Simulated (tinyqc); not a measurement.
Stretching all distances: RHF, UHF, MP2, CISD and CCSD against full CI in the sto-3g basis, for H4, spin multiplicity 1. Computed by the program tinyqc with PySCF. 

Geometry (angstrom):
```
atom,x,y,z
H,0.0000,0.0000,0.0000
H,0.0000,0.0000,0.7660
H,0.0000,0.0000,1.6720
H,0.0000,0.0000,2.4390
```

All coordinates are multiplied by the scale. c0^2 is the weight of the RHF determinant in the lowest singlet FCI state (UHF is spin-contaminated and may lie near states of higher spin) and n(LUMO) the first natural occupation beyond the occupied space.

Full CI energy (hartree) and errors against it (kcal/mol):
```
scale,distance 1-2 (angstrom),E(FCI),RHF,UHF,MP2,CISD,CCSD,<S^2> UHF,c0^2,n(LUMO)
0.9600,0.7354,-2.188569,25.1035,25.1035,8.1776,0.2092,0.0105,0.0000,0.9759,0.0369
1.1100,0.8503,-2.210073,31.5766,31.5766,11.2820,0.4312,0.0249,0.0000,0.9638,0.0535
1.2600,0.9652,-2.191382,39.5954,39.5954,15.2859,0.8465,0.0527,0.0000,0.9468,0.0757
1.4100,1.0801,-2.153532,49.5617,49.5617,20.4247,1.5910,0.0973,0.0000,0.9233,0.1052
1.5700,1.2026,-2.104954,62.7483,56.8807,27.3986,2.9715,0.1606,0.4958,0.8892,0.1467
1.7200,1.3175,-2.058893,77.7536,55.9301,35.4532,5.0787,0.2207,0.8860,0.8473,0.1962
1.8700,1.4324,-2.016494,95.3475,50.0939,44.9045,8.2304,0.2518,1.1967,0.7960,0.2559
2.0200,1.5473,-1.979945,115.3062,41.8004,55.4478,12.5999,0.2071,1.4360,0.7372,0.3239
```

UHF parts from RHF first at scale 1.57 of those listed, where <S^2> leaves zero. The weight c0^2 goes from 0.98 to 0.74 and n(LUMO) from 0.04 to 0.32: static correlation grows as the bonds break into open-shell fragments. The spread of the error along the curve, which distorts its shape, is CCSD 0.2, CISD 12.4, UHF 31.8, MP2 47.3, RHF 90.2 kcal/mol.
